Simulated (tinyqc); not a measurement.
Grain growth, pinning, strength and diffusional creep of a polycrystal or thin film: one step, computed by the program tinyqc.

One mean grain size d describes the structure.

Task: Grain size after the anneal. dd/dt = 2 M gamma (1/d - 1/d_lim) integrates to 2 M gamma t = d_lim (d0 - d) + d_lim^2 ln[(d_lim - d0)/(d_lim - d)]; without pinning d^2 = d0^2 + 4 M gamma t.

Inputs (values chosen for the exercise, for a model solid):

| quantity | value | unit |
|---|---|---|
| boundary energy gamma | 1.3 | J/m^2 |
| anneal temperature T | 3141 | K |
| anneal time t | 13 | s |
| initial grain size d0 | 57 | nm |

mobility M = 2.266574e-15 m^4/(J s)

limit d_lim = 262.6497 nm

Give: size without pinning; grain size d.

Result:

size without pinning = 395.6 nm

grain size d = 227.2 nm

Pinning holds d to 57 % of the free value.
